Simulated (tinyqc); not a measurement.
A discretised effective-mass wire between two leads, recursive Green functions: transmission against energy.

Finite differences on a grid of step a give a chain with hopping -t, t = C/(m a^2), C = hbar^2/(2 m0), and site energies 2 t + U_i for the N = 6 sites of the device; the semi-infinite leads have site energy 2 t. Each slice is one site, and V = -t couples neighbouring slices.

Sigma = t^2 g(E - 2 t), g(x) = (x - i sqrt(4 t^2 - x^2))/(2 t^2) for |x| < 2 t and (x - sign(x) sqrt(x^2 - 4 t^2))/(2 t^2) otherwise; Gamma = i (Sigma - Sigma^dagger); both leads give the same. Forward pass: g_1 = (E - H_1 - Sigma)^(-1), g_i = (E - H_i - V g_(i-1) V^dagger)^(-1), with Sigma also subtracted on the last slice; G_(i,1) = g_i V G_(i-1,1), starting from g_1. H_i is the block of slice i, its site energy. T(E) = Tr[Gamma G_(N,1) Gamma G_(N,1)^dagger].

Values chosen for this exercise:
```
symbol,value,unit,meaning
m,0.26,m0,effective mass
a,0.19,nm,grid step
U,"[0, 3, 3, 0, 0, 0]",eV,potential on the sites 1 to N
```

Constants: q = 1.602176634e-19 C, hbar = 1.054571817e-34 J s, m0 = 9.1093837015e-31 kg, hbar^2/(2 m0) = 0.0380998212 eV nm^2. Results are converted to the units shown.

Transmission against energy:

| E (eV) | open modes | T(E) | T(E) per open mode |
|---|---|---|---|
| 0.09 | 1 | 0.021407 | 0.021407 |
| 0.583 | 1 | 0.13084 | 0.13084 |
| 1.075 | 1 | 0.22829 | 0.22829 |
| 1.568 | 1 | 0.31585 | 0.31585 |
| 2.06 | 1 | 0.39453 | 0.39453 |
| 2.552 | 1 | 0.46561 | 0.46561 |
| 3.045 | 1 | 0.53014 | 0.53014 |
| 3.537 | 1 | 0.58861 | 0.58861 |
| 4.03 | 1 | 0.64189 | 0.64189 |
| 4.522 | 1 | 0.69030 | 0.69030 |
| 5.015 | 1 | 0.73446 | 0.73446 |
| 5.507 | 1 | 0.77455 | 0.77455 |
| 6 | 1 | 0.81104 | 0.81104 |

T(E) lies between 0.0214 (E = 0.09 eV) and 0.811 (E = 6 eV) in these rows. The leads offer 1 open mode(s), of which the mean share 0.49 is transmitted. In 8 of the 13 rows E exceeds 0.6 t, where the lattice band lies more than 5 % below the parabola at the same k, so the grid is coarse for a continuum model.

Computed by the program tinyqc: `OMP_NUM_THREADS=1 python tinyqc.py 2660108 2660109 out.jsonl`, one thread of a shared Intel Xeon 2.30GHz, about 0.03 s for the whole run.
